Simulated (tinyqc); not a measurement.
Trap density from one capacitance.

Problem. Traps spread evenly through the insulator exchange electrons with the semiconductor by tunnelling, with tau(x) = t0 exp(2 ka x) at depth x from the interface. The admittance per area Y seen at depth x obeys dY/dx = -Y^2/(i w eps0 eox) + q Nb ln(1 + i w tau)/tau, with Y(0) = i w Cs and w = 2 pi f; the gate sees Y(tox) = G + i w C. Working variable y = Y/(i w), in uF/cm^2. Cox = eps0 eox/tox. Find Nb and G/w.

Values chosen for this exercise:
```
symbol  value     unit                                               meaning
eox      8.08                         relative permittivity of the insulator
tox       4.4       nm                                   insulator thickness
Cs        3.6  uF/cm^2             semiconductor capacitance in accumulation
ka        5.6     1/nm  decay constant of the wave function in the insulator
t0      2e-11        s              time constant of a trap at the interface
f         100       Hz                                             frequency
```

Constants: q = 1.602176634e-19 C, eps0 = 8.8541878128e-14 F/cm where lengths are in cm. Results are converted to the units shown.

C = 1.1889746 uF/cm^2

Solution. C rises steadily with Nb, so one density matches; in practice ka and t0 must come from the frequency dependence.

Nb = 1.300e19 cm^-3 eV^-1
G/w = 0.008978 uF/cm^2

Numbers from tinyqc (`OMP_NUM_THREADS=1 python tinyqc.py 2202167 2202168 out.jsonl`; about 0.4 s on one thread of a shared Intel Xeon 2.30GHz).
